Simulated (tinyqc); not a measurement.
From results back to parameters: pi bands of a honeycomb layer in tight binding. Two cases, with inputs chosen for the exercise.

Problem. With nearest hopping t, overlap s0 of neighbours and w the size of the sum of the three phase factors, the levels are -t w/(1 + s0 w) and t w/(1 - s0 w). The levels at Gamma (w = 3) come from hidden t and s0.

Find: t, s0; difference at M (w = 1).

Method. The reciprocals of the sizes add to 2/(3t) and differ by 2 s0/t.

Case 1.

levels at Gamma (eV): lower -6.27215, upper 15.02547

Solution.

t, s0: 2.950  0.137

difference at M (w = 1) = 6.013 eV

Case 2.

levels at Gamma (eV): lower -5.79446, upper 12.65924

Solution.

t, s0: 2.650  0.124

difference at M (w = 1) = 5.383 eV

Computed by tinyqc, one run a case: `OMP_NUM_THREADS=1 python tinyqc.py N N+1 out.jsonl` with N = 1450096, 1450116; one thread of a shared Intel(R) Xeon(R) Processor @ 2.30GHz, about 0.01 s a run at most.
